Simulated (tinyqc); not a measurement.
## Error from band bending against W

In A the levels shift by pb (1 - z/W)^2 for z < W. The signal from depth z is weighted by exp(-z/le)/le, so the centroid shifts by pb [1 - 2/a + (2/a^2)(1 - exp(-a))], a = W/le, and the error of iA against its value at the interface is that less pb.

Parameters, values chosen for the exercise:
```
symbol,value,unit,meaning
pb,-0.6,V,band bending in A at the interface
le,1.9,nm,escape depth
```

Result of one run:
```
a      centroid shift (eV)  error (meV)
1.474              -0.2117        388.3
```

Which width of the bent region W gave this result: 2.8, 5, 8.6 or 79 nm?

W = 2.8 nm.

The whole series:
```
W (nm)      a  centroid shift (eV)  error (meV)
2.8     1.474              -0.2117        388.3
5       2.632              -0.3048        295.2
8.6     4.526              -0.3928        207.2
15      7.895              -0.4672        132.8
26      13.68              -0.5187        81.28
45      23.68              -0.5515        48.53
79      41.58              -0.5718        28.17
140     73.68              -0.5839        16.06
240     126.3              -0.5906        9.425
```

The size of the error falls from 388 to 9.42 meV; for large a it is 2 |pb|/a. It is below 50 meV, a typical accuracy of the method, in 4 of the 9 rows. Heavily doped substrates and deep-probing photons need the correction.

Program tinyqc, `OMP_NUM_THREADS=1 python tinyqc.py 2410061 2410062 out.jsonl`; Intel Xeon 2.30GHz, shared host, one thread, about 0.01 s.
